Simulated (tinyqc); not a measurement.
Band edges of strained Si(1-x)Ge(x) on relaxed Si(1-y)Ge(y): sweeps and comparisons. A value that a table varies takes the place of the one given here.

Values are linear in the Ge fraction but for ED(x) = linear - CD x (1 - x) and a(x) = linear - Ca x (1 - x). Energies are on the common scale of Ev.

Coherent growth on a (110) face: e_par = (a(y) - a(x))/a(x), e_perp = -(C11 + 3 C12 - 2 C44)/(C11 + C12 + 2 C44) e_par; exx = eyy = (e_par + e_perp)/2, ezz = e_par, exy = (e_perp - e_par)/2, eyz = ezx = 0.

A valley with unit axis u lies at Ev + gap + (av + a_valley) tr(e) + Xu (u.e.u - tr(e)/3); the Delta axes are x, y, z and the L axes [111], [1-1-1], [-11-1], [-1-11]. The second-order shift of the Delta valleys under shear is left out; it lowers the pair normal to the sheared plane by tens of meV at a shear of 1 %.

Valence edges: Ev plus the levels of the 6 x 6 matrix of X, Y, Z times spin with -Dso/3 + l exx + m (eyy + ezz) on the diagonal (cyclic), n exy off it, l = av + 2 b, m = av - b, n = sqrt(3) d. Spin-orbit term (Dso/3) L.sigma on X, Y, Z with (L_k)_ij = -i epsilon_kij: <X+|H|Y+> = -i Dso/3, <X+|H|Z-> = Dso/3, <Y+|H|Z-> = -i Dso/3, <Z+|H|X-> = -Dso/3, <Z+|H|Y-> = i Dso/3, <X-|H|Y-> = i Dso/3, and their conjugates; + and - are the spin along z.

Coherent growth: e_par = (a(y) - a(x))/a(x). (001): e_perp = -2 (C12/C11) e_par; exx = eyy = e_par, ezz = e_perp, no shear. (111): e_perp = -(2 C11 + 4 C12 - 4 C44)/(C11 + 2 C12 + 4 C44) e_par; exx = eyy = ezz = (2 e_par + e_perp)/3 and exy = eyz = ezx = (e_perp - e_par)/3. (110): e_perp = -(C11 + 3 C12 - 2 C44)/(C11 + C12 + 2 C44) e_par; exx = eyy = (e_par + e_perp)/2, ezz = e_par, exy = (e_perp - e_par)/2, eyz = ezx = 0.

Inputs chosen for the exercise (end members near Si and Ge, in this order; shifted at random, so the results belong to these values and not to a real crystal): a = (5.437, 5.665) angstrom (lattice constant); Dso = (0.044, 0.291) eV (spin-orbit splitting); av = (2.46, 1.25) eV (valence hydrostatic potential); b = (-2.13, -2.57) eV (tetragonal shear potential); d = (-4.78, -5.28) eV (trigonal shear potential); C11 = (166.4, 126.7) GPa; C12 = (63.1, 48.9) GPa; C44 = (78.9, 66.4) GPa; Ev = (0, 0.69) eV (top of the unstrained valence band); ED = (1.15, 0.933) eV (gap to the Delta valleys); EL = (2.049, 0.736) eV (gap to the L valleys); aD = (1.74, 1.34) eV (hydrostatic potential of the Delta gap); aL = (-3.3, -2.72) eV (hydrostatic potential of the L gap); XuD = (8.85, 9.46) eV (uniaxial potential, Delta); XuL = (16.08, 15.5) eV (uniaxial potential, L); CD = 0.233 eV (bowing of the Delta gap); Ca = 0.027 angstrom (bowing of the lattice constant); face = 110 (growth face); y = 0.21 (Ge fraction of the relaxed buffer); x = 0 (Ge fraction of the layer).

## Composition of the layer

The buffer is kept. dEc = Ec(buffer) - Ec(layer), dEv = Ev(layer) - Ev(buffer); buffer edges Ev(y) and Ev(y) + min(ED, EL). The digit behind Delta or L counts whole valleys.

Results:

| x | e_par (%) | lowest valleys | gap (eV) | next valleys above (meV) | valence splitting (meV) | dEc (eV) | dEv (eV) |
|---|---|---|---|---|---|---|---|
| 0.00 | 0.80 | Delta4 | 1.101 | 53 | 82 | 0.029 | -0.064 |
| 0.11 | 0.38 | Delta4 | 1.084 | 26 | 36 | 0.017 | -0.035 |
| 0.33 | -0.47 | Delta2 | 0.975 | 32 | 32 | 0.003 | 0.087 |
| 0.43 | -0.87 | Delta2 | 0.904 | 59 | 53 | 0.000 | 0.162 |
| 0.54 | -1.31 | Delta2 | 0.830 | 90 | 73 | -0.011 | 0.247 |
| 0.65 | -1.77 | Delta2 | 0.761 | 121 | 92 | -0.028 | 0.333 |
| 0.76 | -2.23 | Delta2 | 0.697 | 153 | 109 | -0.053 | 0.422 |

The gap is 1.101 eV in the first row and 0.697 eV in the last. The lowest valleys change: Delta4 to Delta2 between x = 0.11 and 0.33. Per 0.1 of x the valence offset moves by +64 meV on average; the conduction offset lies between -53 and +29 meV. Both carriers sit on one side for x = 0.33, and on opposite sides elsewhere. Offsets below about 30 meV are within the spread of parameter sets, so those rows do not settle the type. Strains above 2 % can be kept only in layers of a few nanometres.

## Composition of the buffer

The layer is kept. dEc = Ec(buffer) - Ec(layer), dEv = Ev(layer) - Ev(buffer); buffer edges Ev(y) and Ev(y) + min(ED, EL). The digit behind Delta or L counts whole valleys.

Results:

| y | e_par (%) | lowest valleys | gap (eV) | next valleys above (meV) | valence splitting (meV) | dEc (eV) | dEv (eV) |
|---|---|---|---|---|---|---|---|
| 0.08 | 0.30 | Delta4 | 1.135 | 20 | 28 | 0.009 | -0.028 |
| 0.16 | 0.60 | Delta4 | 1.115 | 40 | 61 | 0.020 | -0.051 |
| 0.24 | 0.92 | Delta4 | 1.093 | 61 | 96 | 0.034 | -0.071 |
| 0.31 | 1.19 | Delta4 | 1.072 | 80 | 127 | 0.049 | -0.088 |
| 0.39 | 1.52 | Delta4 | 1.049 | 101 | 163 | 0.068 | -0.107 |
| 0.47 | 1.85 | Delta4 | 1.024 | 124 | 200 | 0.090 | -0.124 |
| 0.55 | 2.18 | Delta4 | 0.999 | 146 | 238 | 0.115 | -0.141 |

The gap is 1.135 eV in the first row and 0.999 eV in the last. The lowest valleys are Delta4 throughout. Per 0.1 of y the valence offset moves by -24 meV on average; the conduction offset lies between +9 and +115 meV. Electrons and holes sit on opposite sides in every row (type II). Offsets below about 30 meV are within the spread of parameter sets, so those rows do not settle the type. Strains above 2 % can be kept only in layers of a few nanometres.

## The same layer on three faces

dEc = Ec(buffer) - Ec(layer), dEv = Ev(layer) - Ev(buffer); buffer edges Ev(y) and Ev(y) + min(ED, EL). The digit behind Delta or L counts whole valleys.

Results:

| face | e_par (%) | lowest valleys | gap (eV) | next valleys above (meV) | valence splitting (meV) | dEc (eV) | dEv (eV) | Delta spread (meV) | L spread (meV) |
|---|---|---|---|---|---|---|---|---|---|
| (001) | 0.80 | Delta2 | 1.035 | 124 | 79 | 0.102 | -0.071 | 124 | 0 |
| (111) | 0.80 | Delta6 | 1.119 | 713 | 84 | 0.008 | -0.062 | 0 | 165 |
| (110) | 0.80 | Delta4 | 1.101 | 53 | 82 | 0.029 | -0.064 | 53 | 129 |

On (001) only the Delta valleys split (124 meV), on (111) only the L valleys (165 meV), on (110) both (53 and 129 meV). The lowest valleys are Delta2 on (001), Delta6 on (111) and Delta4 on (110); the smallest gap is 1.035 eV on (001) and the largest 1.119 eV on (111).

## What each parameter does

dEc = Ec(buffer) - Ec(layer), dEv = Ev(layer) - Ev(buffer); buffer edges Ev(y) and Ev(y) + min(ED, EL). Each row changes one parameter from the base and keeps the others.

Results:

| case | gap (eV) | valence splitting (meV) | dEc (eV) | dEv (eV) |
|---|---|---|---|---|
| base | 1.1010 | 82.4 | 0.0285 | -0.0637 |
| x = 0.03 | 1.0964 | 69.2 | 0.0261 | -0.0568 |
| y = 0.24 | 1.0925 | 95.6 | 0.0342 | -0.0713 |
| CD = 0.283 eV | 1.1010 | 82.4 | 0.0202 | -0.0637 |
| b = (-2.449, -2.956) eV | 1.0991 | 85.9 | 0.0285 | -0.0619 |
| d = (-5.497, -6.072) eV | 1.0938 | 91.8 | 0.0285 | -0.0566 |
| XuD = (10.177, 10.879) eV | 1.0983 | 82.4 | 0.0312 | -0.0637 |
| aL = (-3.795, -3.128) eV | 1.1010 | 82.4 | 0.0285 | -0.0637 |
| Dso = (0.051, 0.335) eV | 1.1021 | 81.4 | 0.0285 | -0.0649 |

The largest shifts from the base row, up to three for each result and ties (the steps differ in size, so this ranks the rows, not the parameters). gap (eV): y -0.0084, d -0.0072, x -0.0045; unchanged at the printed digits by CD and aL. valence splitting (meV): x -13.3, y +13.2, d +9.4; unchanged at the printed digits by CD, XuD and aL. dEc (eV): CD -0.0083, y +0.0056, XuD +0.0027; unchanged at the printed digits by b, d, aL and Dso. dEv (eV): y -0.0076, d +0.0072, x +0.0069; unchanged at the printed digits by CD, XuD and aL. The lowest valleys of the layer are Delta4, so among the conduction-band potentials only those of that family reach the gap and dEc; the buffer is unstrained. A shift large enough to swap the lowest family would change that.

Program tinyqc; command `OMP_NUM_THREADS=1 python tinyqc.py 1080640 1080641 out.jsonl`; about 0.02 s on one thread of a shared Intel(R) Xeon(R) Processor @ 2.30GHz.
